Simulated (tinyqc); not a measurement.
Leakage through a gate insulator: direct, Fowler-Nordheim, trap-assisted and Poole-Frenkel currents: one step, computed by the program tinyqc.

Electrons enter from the cathode Fermi level at x = 0; the conduction band of the insulator lies phi_b - e F x above it, F = V/t. WKB exponents use a parabolic band with mass m.

Task: One trap at several depths. For a level a distance phi(x) below the band, the WKB exponent is 2 int kappa dx with kappa = sqrt(m phi/(hbar^2/2m_0)); for a linear barrier from phi_1 down to phi_2 = max(phi_1 - e F d, 0) it is G = (4/3) sqrt(m/(hbar^2/2m_0)) (phi_1^(3/2) - phi_2^(3/2))/(e F). A trap at depth x lies phi_t below the band. Capture: tunnel at the cathode Fermi level from 0 to x (G_in from phi_1 = phi_b), rate nu_0 exp(-G_in - E_c/k_B T) with E_c = E_a + max(phi_b - phi_t - e F x, 0), the last term being the height of the trap above the cathode Fermi level. Emission: tunnel from the trap level to the anode (G_out from phi_1 = phi_t over t - x), rate nu_0 exp(-G_out - E_a/k_B T). Re-emission to the cathode follows from detailed balance, rate_back = rate_in exp(dE/k_B T) with dE = phi_b - phi_t - e F x. Each trap passes R = rate_in rate_out/(rate_in + rate_back + rate_out) electrons per second; filling from the anode is left out. Depths: t times 0.08, 0.2, 0.32, 0.44, 0.56, 0.68, 0.8 and 0.92, rounded to 0.01 nm.

Inputs (values chosen for the exercise, with an insulator like Si3N4):
```
quantity                        value  unit
thickness t                       7.4    nm
barrier phi_b                    2.13    eV
tunnelling mass m                0.43   m_0
voltage across the insulator V    4.7     V
trap depth phi_t                  1.3    eV
attempt rate nu_0               6e+13   1/s
activation of capture E_a       0.052    eV
temperature T                     300     K
```

Constants: k_B = 8.617333262e-05 eV/K; hbar^2/(2 m_0) = 3.80998212 eV angstrom^2.

Give: Rates.

Result:

Rates:
```
x (nm)   G_in  G_out  E_c (eV)  rate in (1/s)  rate back (1/s)  rate out (1/s)    R (1/s)
0.59     5.52  10.45    0.5073      7.207e+02        3.206e+10       2.316e+08  5.169e+00
1.48    12.77  10.45    0.0520      2.287e+07        3.246e+05       2.316e+08  2.079e+07
2.37    18.44  10.45    0.0520      7.864e+04        3.561e-07       2.316e+08  7.861e+04
3.26    21.82  10.45    0.0520      2.677e+03        3.868e-18       2.316e+08  2.677e+03
4.14    21.92  10.45    0.0520      2.417e+03        1.424e-27       2.316e+08  2.417e+03
5.03    21.92  10.45    0.0520      2.417e+03        4.545e-37       2.316e+08  2.417e+03
5.92    21.92   8.93    0.0520      2.417e+03        1.450e-46       1.062e+09  2.417e+03
6.81    21.92   4.18    0.0520      2.417e+03        4.627e-56       1.232e+11  2.417e+03
```

The most effective of these traps sits at 1.48 nm, 20 % of the way; where rate back exceeds rate out, re-emission drains the trap, and elsewhere the slower forward step limits R; here capture limits, and the best depth is where the trap level drops to the cathode Fermi level.
